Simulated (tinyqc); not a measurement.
Two-band k.p model of the Delta valleys near the X point under shear strain: one step. The Hamiltonian at one k.

Valley pair on the [001] axis, kz counted from the X point, c = hbar^2/2m0, k0 = kx0 2 pi/a. H = (c kz^2/ml + c (kx^2 + ky^2)/mt + c k0^2/ml) 1 + (2 c k0 kz/ml) sigma_z + (D exy - 2 c kx ky/Mp) sigma_x, so E = c kz^2/ml + c (kx^2 + ky^2)/mt + c k0^2/ml -/+ sqrt((2 c k0 kz/ml)^2 + (D exy - 2 c kx ky/Mp)^2). Without strain the lower band has its minima, E = 0, at kz = +/- k0. Shifts from diagonal strain are left out.

Constants: hbar^2/2m0 = 3.80998211 eV angstrom^2.

Parameters, chosen for this exercise (near those of Si; the results hold for these values, not for the real material): a = 5.417 angstrom (lattice constant); ml = 0.896 m0 (longitudinal mass); mt = 0.197 m0 (transverse mass); kx0 = 0.155 2 pi/a (distance of the minimum from X); D = 14.3 eV (shear deformation potential); Mp = 0.227 m0 (coupling mass); exy = 0.028 (shear strain); k = (0.046, 0.065, 0.231) 1/angstrom (wave vector from X).

Question. Fill in the 2 x 2 matrix (sigma_z diagonal) and give its levels.

Give: H(k); levels.

Answer.

H(k) (eV):
```
        1       2
1  0.8402  0.3000
2  0.3000  0.1338
```

levels (eV): 0.0236  0.9504

Program tinyqc; command `OMP_NUM_THREADS=1 python tinyqc.py 1081494 1081495 out.jsonl`; about 0.01 s on one thread of a shared Intel(R) Xeon(R) Processor @ 2.30GHz.
